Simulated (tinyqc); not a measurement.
Electron mobility in a silicon inversion layer, empirical terms and Matthiessen rule: two steps of the calculation.

Inversion layer of sheet density Ns on a uniformly doped body, under a high-permittivity gate with an interlayer. The mobility terms are empirical power laws with prefactors chosen for the exercise; adding their inverses (Matthiessen) is itself an approximation.

Parameters, values chosen for the exercise; material values close to those of silicon:
- T = 300 K (temperature)
- eps_r = 11.9 (relative permittivity of the semiconductor)
- Nb = 3.7e17 cm^-3 (body doping)
- eta = 0.5 (weight of the inversion charge in the effective field)
- Cox = 0.66 uF/cm^2 (gate capacitance)
- Ap = 455 cm^2/(V s) (phonon-limited mobility at 1 MV/cm and 300 K)
- As = 979 cm^2/(V s) (roughness-limited mobility at 1 MV/cm)
- gs = 2 (exponent of the roughness term)
- Ac = 2400 cm^2/(V s) (Coulomb prefactor)
- Nit = 4.3e10 cm^-2 (charge at the interface)
- Ar = 240 cm^2/(V s) (remote-phonon mobility without interlayer)
- ti = 0.4 nm (interlayer thickness)
- lr = 0.6 nm (decay length of remote phonons)
- WL = 10 (ratio W/L)
- Vd = 0.01 V (drain voltage)
- I = 1.61 uA (measured linear current)

Constants: q = 1.602176634e-19 C, eps0 = 8.8541878128e-14 F/cm where lengths are in cm. Results are converted to the units shown.

Question 1. Inversion density for the measured current. I = (W/L) q Ns mu Vd. E = q (Ndep + eta Ns)/(eps0 eps_r) in MV/cm. With t = T/(300 K): muC = Ac (Ns/1e12 cm^-2) t/(Nb/1e17 cm^-3 + Nit/1e11 cm^-2), muP = Ap E^(-1/3) t^(-1.75), muS = As E^(-gs), muR = Ar exp(2 ti/lr)/t; 1/mu is the sum of the inverses. Ns(new) = I/((W/L) q mu Vd).

Ns at the start = 2.9e11 cm^-2
Ndep = 2.1021099e12 cm^-2

Wanted: E; mu; Ns after iteration 1.

Answer 1.

E = 0.3417 MV/cm
mu = 115.1 cm^2/(V s)
Ns after iteration 1 = 8.730e11 cm^-2

Question 2. Split C-V extraction. Q(Vg) is the trapezoid sum of Cgc from the first point (where Q is taken as 0); mu_eff = I/((W/L) Q Vd); mu_FE = (dI/dVg)/((W/L) Cox Vd) with a backward difference. Listed from point 4 on.

```
point	Vg (V)	Cgc (uF/cm^2)	I (uA)
0	0	2.3183515e-5	2.2701648e-10
1	0.1	4.3409027e-4	7.9628700e-8
2	0.2	0.0080392322	2.7558674e-5
3	0.3	0.12386267	0.0075985940
4	0.4	0.53613733	0.37449897
5	0.5	0.65196077	1.7771993
6	0.6	0.65956591	3.6287095
7	0.7	0.65997682	5.5824231
8	0.8	0.65999876	7.5368852
9	0.9	0.65999993	9.4532721
10	1	0.66000000	11.314389
11	1.1	0.66000000	13.112320
12	1.2	0.66000000	14.843609
```

Find: Q; mu_eff; mu_FE.

Answer 2.

```
point	Q (uC/cm^2)	mu_eff (cm^2/(V s))	mu_FE (cm^2/(V s))
4	0.040042	93.527	55.591
5	0.099447	178.71	212.53
6	0.16502	219.89	280.53
7	0.23100	241.66	296.02
8	0.29700	253.77	296.13
9	0.36300	260.42	290.36
10	0.42900	263.74	281.99
11	0.49500	264.90	272.41
12	0.56100	264.59	262.32
```

At the last point mu_FE is 0.86 % below mu_eff.

tinyqc, about 0.01 s, one thread, Intel Xeon 2.30GHz (shared host): `OMP_NUM_THREADS=1 python tinyqc.py 2510128 2510129 out.jsonl`
